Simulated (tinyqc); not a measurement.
Inside a calculation. Model: Frenkel-Kontorova chain: a misfit dislocation (kink) in a monolayer on a periodic substrate. Computed by tinyqc, a small Python program that keeps every step. Command: `OMP_NUM_THREADS=1 python tinyqc.py 3005123 3005124 out.jsonl fkchain walk`. One thread of a shared host (Intel(R) Xeon(R) Processor @ 2.30GHz), about 0.02 s of CPU time with the checks. Intermediate numbers are printed to about 7 digits and carried at full precision; extremes and crossings named in words are read from the listed rows.

E = sum_j [(k/2)(x_(j+1) - x_j - b)^2 + (W/2)(1 - cos(2 pi x_j/a))], x_j = a (j + u_j). A kink takes u from 0 to 1: the chain is stretched by one period and has one atom fewer than wells.

Inputs (values chosen for the exercise, for a model overlayer):

| quantity | value | unit |
|---|---|---|
| spring constant k | 11.7 | eV/angstrom^2 |
| substrate period a | 2.78 | angstrom |
| corrugation W | 5.61 | eV |
| misfit f = (b - a)/a | 0.089 | - |
| atoms on each side n | 8 | - |
| atomic mass M | 60 | u |

Relaxation: Newton steps.

Constants: nu for 1 eV/(angstrom^2 u) = 15.6333042 THz.

## Continuum limit

l0 = sqrt(k a^2/(2 W)); kink u(j) = (2/pi) arctan exp(pi j/l0); kink energy at f = 0: E0 = (4/pi) W l0; with misfit E0 - k a^2 f; kinks become favourable at f_c = 2/(pi l0), and a coherent chain with free ends loses stability at f_m = 1/l0. Lowest vibration of the flat chain: nu0 = 15.6333042 THz x sqrt(2 pi^2 W/(a^2 M)).

kink width l0 = 2.838842

kink energy E0 = 20.27749 eV

kink energy with misfit = 12.22991 eV

critical misfit f_c = 0.2242533

limit f_m = 0.3522562

gap frequency nu0 = 7.639706 THz

f < f_c: the layer stays in register. Caution: a corrugation above 1 eV is larger than real overlayers usually show; it is chosen to keep the kink narrow. Caution: for l0 below about 3 the kink spans few atoms, and the continuum kink energy is off by about 2 per cent or more.

## Start between two atoms

Discrete chain at f = 0, ends held at u = 0 and 1: E = (k a^2/2) sum (u_(j+1) - u_j)^2 + (W/2) sum (1 - cos 2 pi u_j), gradient g_j = k a^2 (2 u_j - u_(j-1) - u_(j+1)) + pi W sin(2 pi u_j), Hessian 2 k a^2 + 2 pi^2 W cos(2 pi u_j) on the diagonal and -k a^2 beside it. Free atoms j = -n..n-1 start from the continuum shape centred half-way, at j + 1/2.

u at the start: 0.0001582  0.0004785  0.0014472  0.0043765  0.0132337  0.0399746  0.1196220  0.3322272  0.6677728  0.8803780  0.9600254  0.9867663  0.9956235  0.9985528  0.9995215  0.9998418

E at the start = 19.91410 eV

gradient (eV): 0.002868  -0.005634  -0.017034  -0.051433  -0.153301  -0.403678  0.011810  4.207440  -4.207440  -0.011810  0.403678  0.153301  0.051433  0.017034  0.005634  -0.002868

## Relaxation

Start as above (continuum shape at j + 1/2, j = -n..n-1, l0 = sqrt(k a^2/(2 W))). u(new) = u - H^-1 g; stop when the largest gradient is below 1e-9 eV.

Course:

| step | E (eV) | largest gradient (eV) |
|---|---|---|
| 1 | 19.91410 | 4.207440e+00 |
| 2 | 19.82055 | 1.628974e-01 |
| 3 | 19.82040 | 2.413682e-04 |
| 4 | 19.82040 | 5.539427e-10 |

relaxed u: 0.0001740  0.0005610  0.0016349  0.0047111  0.0135560  0.0389822  0.1116728  0.3101761  0.6898239  0.8883272  0.9610178  0.9864440  0.9952889  0.9983651  0.9994390  0.9998260

energy, centre between atoms = 19.82040 eV

last gradient = 5.539427e-10 eV

Converged; the discrete energy is 0.9775 of the continuum value, which puts the discrete f_c = E/(k a^2) at 0.2192.

## Peierls barrier

Repeat by Newton steps with an atom at the centre (j = -n..n, u_0 = 1/2). Barrier = difference of the two energies; the lowest Hessian eigenvalue tells minimum from saddle.

energy, centre on an atom = 19.96552 eV

Peierls barrier = 145.1199 meV

lowest eigenvalue, between atoms = 12.28568 eV

lowest eigenvalue, on an atom = -11.53097 eV

The atom-centred kink, with an atom on top of the corrugation, is a saddle and the other a minimum. The barrier is 2.6 % of W, what one atom alone would climb.

## Kink density above f_c

Frank and van der Merwe: the modulus q solves f = 2 E(q)/(pi l0 q), and the kinks per atom are pi/(2 l0 q K(q)), with the complete elliptic integrals K and E; strain left = f - density (for f above f_c = 2/(pi l0)).

Continuum ground state:

| f | q | kinks per atom | strain left |
|---|---|---|---|
| 0.2254 | 0.9989746 | 0.1235502 | 0.1018498 |
| 0.2287 | 0.9953296 | 0.1490189 | 0.0796811 |
| 0.2355 | 0.9866413 | 0.1744004 | 0.0610996 |
| 0.2467 | 0.9707036 | 0.2007683 | 0.0459317 |
| 0.2691 | 0.9362221 | 0.2383836 | 0.0307164 |
| 0.3140 | 0.8654012 | 0.2967548 | 0.0172452 |
| 0.3812 | 0.7673790 | 0.3721151 | 0.0090849 |
| 0.4934 | 0.6352660 | 0.4893317 | 0.0040683 |

0.51 % above f_c the density is already 0.55 of f: kinks repel only exponentially, so they flood in, as 1/|ln(f - f_c)|. At 2.2 f_c they take up 99.2 % of the misfit and the layer floats nearly free.

Checks made by the program: energy against a quasi-Newton minimiser (relative difference below 1e-10).
